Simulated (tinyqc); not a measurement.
Joint density of states against eps2: interband optics of a two-band s-p chain from momentum matrix elements.

H(k) = [[Es - 2 ts cos ka, 2i V sin ka], [-2i V sin ka, Ep_ + 2 tp cos ka]] in the basis s, p; the lower band is full, with two electrons a cell. The velocity operator times hbar is W = dH/dk (eV angstrom); intra-atomic dipoles are left out.

With w(k) = |<c|W|v>|^2 and D(k) = Ec - Ev, on the mesh k_j = (j + 1/2)/N (2 pi/a): eps(E) = 1 + (8 pi e2/(a Ar)) mean_j (w/D^2) [1/(D - E - i eta) + 1/(D + E + i eta)], e2 = e^2/(4 pi eps0); light polarised along the chains, no local fields.

Constants: e^2/(4 pi eps0) = 14.39964547 eV angstrom.

Inputs chosen for the exercise:
- a = 2.58 angstrom (period)
- Es = 1.76 eV (upper orbital (s))
- Ep_ = -2.27 eV (lower orbital (p))
- ts = 0.22 eV (s-s hopping)
- tp = 0.33 eV (p-p hopping)
- V = 1.56 eV (s-p hopping)
- Ar = 7.5 angstrom^2 (cross-section per chain)
- eta = 0.15 eV (Lorentzian half width)

Mesh of 2000 points. J(E) = mean of (eta/pi)/((E - D)^2 + eta^2). The fourth column is J times the constant (8 pi^2 e2/(a Ar)) mean(w/D^2). R = |(sqrt(eps) - 1)/(sqrt(eps) + 1)|^2.

Spectrum:
```
E (eV)  J (1/eV)    eps2  eps2 with constant element    eps1      R
2.33       0.012   3.090                       0.839  22.614  0.428
2.85       0.080  29.087                       5.544  38.833  0.579
3.37       0.102  24.414                       7.074  -7.113  0.627
3.89       0.085  10.701                       5.914  -4.759  0.546
4.41       0.086   6.274                       6.009   0.482  0.329
4.94       0.137  10.339                       9.542  10.662  0.379
5.46       0.240  18.195                      16.650  -8.637  0.630
5.98       0.215   8.884                      14.945  -9.312  0.677
6.50       0.234   5.095                      16.225  -7.809  0.711
7.02       0.307   3.159                      21.351  -6.454  0.742
7.54       0.260   1.485                      18.077  -6.014  0.846
8.06       0.033   0.413                       2.266  -4.038  0.922
```

Transitions span 2.930 to 7.463 eV. Among the energies listed J peaks at 7.02 eV and eps2 at 2.85 eV. The ratio of eps2 to the constant-element value is 3.45 at 3.37 eV and 0.15 at 7.02 eV: w/D^2 is 7.547 angstrom^2 at the zone centre and 2.462 at the edge.

tinyqc: `OMP_NUM_THREADS=1 python tinyqc.py 1680345 1680346 out.jsonl`; about 0.01 s, one thread, shared Intel(R) Xeon(R) Processor @ 2.30GHz.
